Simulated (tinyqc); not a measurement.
Lorentz oscillators and the Kramers-Kronig relations: sweeps and comparisons. A value that a table varies takes the place of the one given here.

eps(E) = 1 + sum_j S_j/(E0_j^2 - E^2 - i G_j E).

Kramers-Kronig: eps1(E) = 1 + (2/pi) P integral_0^infinity E1 eps2(E1)/(E1^2 - E^2) dE1. Maclaurin rule on the grid E_j = j h, j = 1 .. M: eps1(E_i) = 1 + (4 h/pi) sum over j with j - i odd of E_j eps2(E_j)/(E_j^2 - E_i^2); nothing is added above E_M.

n + i k = sqrt(eps1 + i eps2) with k >= 0; R = ((n - 1)^2 + k^2)/((n + 1)^2 + k^2) at normal incidence from vacuum; alpha = 2 E k/(hbar c), times 1e8 for 1/cm; loss function Im(-1/eps) = eps2/(eps1^2 + eps2^2).

Constants: hbar c = 1973.269805 eV angstrom.

Values chosen for the exercise:
```
symbol  value         unit  meaning
E0      (4.42, 5.43)  eV    resonances
G       (0.34, 1.15)  eV    widths
S       (112.4, 67)   eV^2  strengths
h       0.4           eV    grid step
M       40                  grid points E_j = j h
E_t     1.5           eV    energy below the first line
E       8.35          eV    photon energy
```

## Numerical transform against the formula

Every third grid point is listed; the error is the transform minus the formula.

Dielectric function:
```
E (eV)    eps2  eps1 formula  eps1 transform   error
0.80     0.160         9.267          13.459   4.192
2.00     0.551        10.829           7.799  -3.030
3.20     2.038        16.286          24.828   8.542
4.40    76.750        15.033           8.126  -6.907
5.60    11.083       -11.059         -17.147  -6.088
6.80     1.894        -6.461          -4.785   1.676
8.00     0.637        -3.331          -5.067  -1.736
9.20     0.308        -1.894          -1.197   0.697
10.40    0.177        -1.099          -1.982  -0.883
11.60    0.113        -0.604          -0.212   0.391
12.80    0.077        -0.271          -0.821  -0.550
14.00    0.056        -0.035           0.214   0.249
15.20    0.042         0.139          -0.250  -0.389
```

The largest error listed is +8.542 at 3.20 eV. The rule samples every 2h = 0.8 eV and the narrowest line is 0.34 eV wide, so it is not resolved. The grid ends at 16 eV, where eps2 is still 0.035; the error at the last point listed, nearest the missing tail, is -0.389.

## How far the spectrum must be known

The integrals are done by adaptive quadrature and cut at E_cut. f-sum share: (2/pi) integral of E eps2 over sum S. Static share: (2/pi) integral of eps2/E over eps(0) - 1.

Cut integrals:
```
E_cut (eV)  eps1(E_t)  f-sum share  static share
4.3             3.788        0.185         0.307
6.0             9.442        0.831         0.940
8.1             9.861        0.929         0.990
10.9            9.921        0.956         0.997
16.3            9.940        0.973         0.999
27.1            9.946        0.985         1.000
```

eps1(E_t) from the formula = 9.947

Cut at 6 eV, just above the last line, eps1(E_t) lacks 0.504; cut at 27.1 eV it lacks 0.001. At 8.1 eV the static sum has reached 0.990 and the f-sum only 0.929: the f-sum weights eps2 by E and the static sum by 1/E, so the f-sum needs the far tail.

## Optical constants across the spectrum

Spectrum:
```
E (eV)    eps1    eps2      n      k      R   loss
0.81     9.274   0.162  3.045  0.027  0.256  0.002
1.93    10.678   0.517  3.269  0.079  0.283  0.005
3.04    15.023   1.640  3.882  0.211  0.350  0.007
4.15    41.154  23.439  6.653  1.762  0.568  0.010
5.26    -9.133  13.059  1.844  3.540  0.642  0.051
6.37    -8.492   3.322  0.560  2.967  0.801  0.040
7.48    -4.361   0.959  0.228  2.101  0.846  0.048
8.59    -2.507   0.432  0.136  1.589  0.857  0.067
9.70    -1.512   0.240  0.097  1.233  0.857  0.103
10.81   -0.905   0.151  0.079  0.955  0.848  0.179
11.92   -0.503   0.102  0.071  0.712  0.828  0.387
13.03   -0.220   0.072  0.076  0.475  0.779  1.355
```

Among the energies listed the largest values are at (eV): eps2 4.15; n 4.15; k 5.26; R 8.59 and 9.70; loss 13.03 (last row, still rising). eps1 crosses zero at 4.43 and 14.22 eV; the last crossing is upward and marks the plasmon, against sqrt(sum S) = 13.39 eV for free electrons.

## What each oscillator parameter does

At the energy E. Each row changes one parameter from the base and keeps the others.

Results:
```
case                     eps1   eps2      n      k      R
base                   -2.808  0.502  0.149  1.682  0.856
E0 = (4.641, 5.43) eV  -2.900  0.513  0.150  1.710  0.859
G = (0.51, 1.15) eV    -2.799  0.565  0.168  1.681  0.840
S = (134.88, 67) eV^2  -3.254  0.528  0.146  1.810  0.873
E = 8.768 eV           -2.307  0.389  0.128  1.524  0.858
```

The largest shifts from the base row, up to three for each result and ties (the steps differ in size, so this ranks the rows, not the parameters). eps1: E +0.501, S -0.447, E0 -0.092. eps2: E -0.113, G +0.062, S +0.025. n: E -0.022, G +0.019, S -0.004. k: E -0.158, S +0.128, E0 +0.027. R: S +0.017, G -0.016, E0 +0.002, E +0.002.

Program tinyqc; command `OMP_NUM_THREADS=1 python tinyqc.py 1651003 1651004 out.jsonl`; about 0.2 s on one thread of a shared Intel(R) Xeon(R) Processor @ 2.30GHz.
